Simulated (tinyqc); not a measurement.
From results back to parameters: inversion layer as a triangular well, valleys of the Si type. Two cases, with inputs chosen for the exercise.

Problem. The spacing of the two lowest levels of one ladder was computed from a hidden sheet density Ns.

The field is taken as constant, e F = 4 pi (e^2/4 pi eps0)(Nd + eta Ns)/eps, with 1e12/cm^2 = 1e-4/angstrom^2, and the oxide as a hard wall at z = 0; c = hbar^2/2m0.

Level j of a valley lies at E_j = a_j (c (e F)^2/m_z)^(1/3) above the band edge at the surface, with the Airy zeros a_j = 2.338107, 4.087949, 5.520560, 6.786708, 7.944134, 9.022651, 10.040174, 11.008524, 11.936016, 12.828777, and has <z> = 2 E_j/(3 e F).

Constants: hbar^2/2m0 = 3.80998211 eV angstrom^2; e^2/(4 pi eps0) = 14.39964547 eV angstrom.

Find: F; Ns.

Method. e F = sqrt(m_z/c) [(E_1 - E_0)/(a_1 - a_0)]^(3/2), with a_0 and a_1 the first two zeros; then Ns = (eps e F/(4 pi e^2/4 pi eps0) - Nd)/eta.

Case 1.

Values chosen (near those of Si; the results hold for these values, not for the real material): m_z = 0.3116 m0 (confinement mass); eps = 11.7 (dielectric constant); Nd = 0.14 x 1e12/cm^2 (depletion charge); eta = 0.5 (share of Ns in the effective field).

E_1 - E_0 = 49.8828 meV

Solution.

F = 0.1376 MV/cm
Ns = 1.50 x 1e12/cm^2

Case 2.

Values chosen (near those of Si; the results hold for these values, not for the real material): m_z = 0.921 m0 (confinement mass); eps = 11.5 (dielectric constant); Nd = 0.42 x 1e12/cm^2 (depletion charge); eta = 0.5 (share of Ns in the effective field).

E_1 - E_0 = 75.8511 meV

Solution.

F = 0.4437 MV/cm
Ns = 4.80 x 1e12/cm^2

Computed by tinyqc, one run a case: `OMP_NUM_THREADS=1 python tinyqc.py N N+1 out.jsonl` with N = 1282269, 1282360; one thread of a shared Intel(R) Xeon(R) Processor @ 2.30GHz, about 0.05 s a run at most.
